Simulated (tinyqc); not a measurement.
# n-type polysilicon, carrier trapping at grain boundaries: two studies

One-dimensional grains of size Lg, uniform ionised doping N, monovalent traps Qt at each boundary at a depth Et below (for electrons) or above (for holes) the band edge there, abrupt depletion of width W on each side of a boundary, Boltzmann statistics. xi is the distance from the band edge at the grain centre to the Fermi level. Trapped charge Qt/(1 + exp((xi + VB - Et)/Vt)) = 2 N W, barrier VB = q N W^2/(2 eps0 eps_r).

Parameters, values chosen for the exercise; values of the order met in polycrystalline silicon:
- T = 300 K (temperature)
- eps_r = 11.7 (relative permittivity)
- NB = 2.8e19 cm^-3 (conduction-band density of states at T)
- Lg = 18 nm (grain size)
- Qt = 7.3e11 cm^-2 (trap density of a grain boundary)
- Et = 0.43 eV (depth of the trap level from the majority band edge at the boundary)
- ms = 0.52 m0 (mass for thermionic emission)
- fe = 1 (correction factor of the emission rate)
- mug = 42 cm^2/(V s) (mobility inside the grains)
- N = 2.4e18 cm^-3 (doping)

Constants: q = 1.602176634e-19 C, kB = 1.380649e-23 J/K, m0 = 9.1093837015e-31 kg, Vt = kB T/q, eps0 = 8.8541878128e-14 F/cm where lengths are in cm. Results are converted to the units shown.

Each table varies one quantity; the others keep the values above.

## Effect of the doping

If the trap equation with xi = Vt ln(NB/N) has a root W < Lg/2, the grain is partly depleted; otherwise W = Lg/2 and the trap equation gives xi = Et - VB + Vt ln(Qt/(N Lg) - 1). N* = Qt/Lg. n0 = NB exp(-xi/Vt); mean density n0 (1 - 2 W/Lg) by charge balance in a partly depleted grain, and n0 (sqrt(pi)/2) erf(u)/u with u = sqrt(VB/Vt) in a fully depleted one; v = sqrt(kB T/(2 pi ms m0)); barrier resistivity Vt exp(VB/Vt)/(q fe n0 v Lg); grain resistivity (1 - 2 W/Lg)/(q n0 mug); effective mobility 1/(q mean density total resistivity). Rows with xi above 0.45 V, towards mid-gap, are left out, since the other carrier type is ignored.

Results:
columns A: N (cm^-3); B: N/N*; C: depleted share 2 W/Lg; D: VB (V); E: xi (V); F: mean density (cm^-3); G: resistivity (ohm cm); H: effective mobility (cm^2/(V s))
```
A            B        C         D        E         F        G      H
1.5e17  0.3699    1.000  0.009396   0.4344  1.258e12  2.447e4  202.7
3e17    0.7397    1.000   0.01879   0.3842  7.893e12     5054  156.5
1.1e18   2.712   0.3687  0.009366  0.08368  6.944e17   0.1167  77.03
2.2e18   5.425   0.1843  0.004683  0.06576  1.794e18  0.06819  51.01
4.3e18   10.60  0.09432  0.002396  0.04844  3.894e18  0.03743  42.82
8.4e18   20.71  0.04828  0.001226  0.03113  7.994e18  0.01984  39.36
```

Estimate the missing row, N = 5.8e17 cm^-3.

Computed row:
columns A: N (cm^-3); B: N/N*; C: depleted share 2 W/Lg; D: VB (V); E: xi (V); F: mean density (cm^-3); G: resistivity (ohm cm); H: effective mobility (cm^2/(V s))
```
A           B       C        D       E         F       G      H
5.8e17  1.430  0.6992  0.01776  0.1002  1.744e17  0.1594  224.4
```

With this row back in the table: As N goes from 1.5e17 to 8.4e18, VB goes from 0.00940 through a maximum of 0.0188 (at N = 3e17 among the rows listed) to 0.00123 V, the resistivity falls from 24500 to 0.0198 ohm cm and the effective mobility moves up and down between 39.4 and 224 cm^2/(V s). The steepest fall of the resistivity among the rows, as N^(-15.7), lies between N = 3e17 and 5.8e17 cm^-3; N* = 4.06e17 cm^-3. While the grain is fully depleted VB grows as N; once the traps are full it falls as 1/N. For N = 4.3e18, 8.4e18 xi is under 2.5 Vt, where Boltzmann statistics begin to fail. In every row VB is below Vt, where abrupt depletion and thermionic emission are rough. For N = 5.8e17, 1.1e18 the grain is near the changeover between partial and full depletion, within a few Debye lengths, where both limits are rough. For N = 1.5e17, 3e17, 5.8e17, 1.1e18, 2.2e18, 4.3e18 the effective mobility exceeds mug, since drift through the depleted part of the grain is left out.

## Effect of the trap density of a grain boundary

Same model as above.

N* = Qt/Lg.

Results:
columns A: Qt (cm^-2); B: N/N*; C: depleted share 2 W/Lg; D: VB (V); E: xi (V); F: mean density (cm^-3); G: resistivity (ohm cm); H: effective mobility (cm^2/(V s))
```
A             B         C          D         E          F         G       H
2e11     21.600  0.046296  3.2221e-4  0.063512  2.2889e18  0.069191  39.411
3.4e11   12.706  0.078704  9.3118e-4  0.063512  2.2111e18  0.067426  41.865
9.7e11   4.4536   0.22454  0.0075791  0.063512  1.8611e18  0.061440  54.584
1.6e12   2.7000   0.37037   0.020621  0.063512  1.5111e18  0.061217  67.471
2.8e12   1.5429   0.64814   0.063151  0.063512  8.4446e17   0.13698  53.957
4.7e12  0.91915    1.0000    0.15033   0.21683  2.3419e15    1263.5  2.1093
8e12    0.54000    1.0000    0.15033   0.27553  2.4183e14     12236  2.1093
```

Estimate the missing row, Qt = 5.7e11 cm^-2.

Computed row:
columns A: Qt (cm^-2); B: N/N*; C: depleted share 2 W/Lg; D: VB (V); E: xi (V); F: mean density (cm^-3); G: resistivity (ohm cm); H: effective mobility (cm^2/(V s))
```
A            B        C          D         E          F         G       H
5.7e11  7.5789  0.13194  0.0026171  0.063512  2.0833e18  0.064829  46.213
```

With this row back in the table: As Qt goes from 2e11 to 8e12, VB rises from 3.22e-4 to 0.150 V, the resistivity goes from 0.0692 through a minimum of 0.0612 (at Qt = 1.6e12 among the rows listed) to 12200 ohm cm and the effective mobility goes from 39.4 through a maximum of 67.5 (at Qt = 1.6e12 among the rows listed) to 2.11 cm^2/(V s). For Qt = 2e11, 3.4e11, 5.7e11, 9.7e11, 1.6e12, 2.8e12 xi is under 2.5 Vt, where Boltzmann statistics begin to fail. For Qt = 2e11, 3.4e11, 5.7e11, 9.7e11, 1.6e12 VB is below Vt, where abrupt depletion and thermionic emission are rough. For Qt = 2.8e12 the grain is near the changeover between partial and full depletion, within a few Debye lengths, where both limits are rough. For Qt = 5.7e11, 9.7e11, 1.6e12, 2.8e12 the effective mobility exceeds mug, since drift through the depleted part of the grain is left out.

Program tinyqc, `OMP_NUM_THREADS=1 python tinyqc.py 2830067 2830068 out.jsonl`; Intel Xeon 2.30GHz, shared host, one thread, about 0.01 s.
